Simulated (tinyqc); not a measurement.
Physical sputtering: collision-cascade yield, angular dependence, faceting and resputtering in deposition. Changing the surface binding energy U. Computed by tinyqc, a small Python program. Command: `OMP_NUM_THREADS=1 python tinyqc.py 3013354 3013355 out.jsonl sputter sweep`. One thread of a shared host (Intel(R) Xeon(R) Processor @ 2.30GHz), about 0.01 s of CPU time with the checks.

Ions start collision cascades; atoms that reach the surface with more than U leave. The target is amorphous or fine-grained.

Inputs (values chosen for the exercise, modelled on argon ions on copper): ion Z1 = 18; ion mass M1 = 39.95 u; target Z2 = 29; target mass M2 = 63.55 u; target density N = 84.9 1/nm^3; fit factor Q = 1; ion energy E = 160 eV; current density J = 1.7 mA/cm^2.

Constants: e = 1.602176634e-19 C.

Method. gamma = 4 M1 M2/(M1 + M2)^2; threshold E_th = 6.7 U/gamma for M1 >= M2, else U (1 + 5.7 M1/M2)/gamma. eps = 0.03255 M2 E/(Z1 Z2 (M1 + M2) z), z = (Z1^(2/3) + Z2^(2/3))^(1/2), E in eV; s_n = 3.441 sqrt(eps) ln(eps + 2.718)/(1 + 6.355 sqrt(eps) + eps (6.882 sqrt(eps) - 1.708)); S_n = 84.78 Z1 Z2 M1 s_n/((M1 + M2) z) in eV angstrom^2; alpha = 0.249 (M2/M1)^0.56 + 0.0035 (M2/M1)^1.5 for M1 <= M2, else 0.0875 (M2/M1)^(-0.15) + 0.165 M2/M1; Y0 = 0.042 Q alpha S_n/U [1 - sqrt(E_th/E)]^2.5 (the electronic-loss factor of the full formula is dropped). Erosion rate = Y0 J/(e N); 1 cm^2 = 1e14 nm^2.

One run for each value:
```
surface binding energy U (eV)  yield Y0 (atoms per ion)  threshold E_th (eV)  erosion rate (nm/min)
2                                                1.5587                9.669                 116.88
3                                                0.8592               14.504                  64.42
4                                                0.5423               19.338                  40.67
5                                                0.3688               24.173                  27.66
6                                                0.2628               29.008                  19.71
7                                                0.1933               33.842                  14.49
8                                                0.1454               38.677                  10.90
9                                                0.1111               43.511                   8.33
10                                               0.0859               48.346                   6.44
```

Over the rows, yield Y0 (atoms per ion) falls from 1.56 to 0.0859 (exponent d ln y / d ln x -1.5 between the first rows and -2.4 between the last); threshold E_th (eV) rises from 9.67 to 48.3 (exponent d ln y / d ln x about 1.0 throughout); erosion rate (nm/min) falls from 117 to 6.44 (exponent d ln y / d ln x -1.5 between the first rows and -2.4 between the last). The exponent of threshold E_th stays at 1: the threshold scales with U. U acts twice, as the divisor and through the threshold.

Caution (rows 5.00, 6.00, 7.00, 8.00, 9.00, 10.0): within a few times the threshold, cascades are short and these fits are rough.
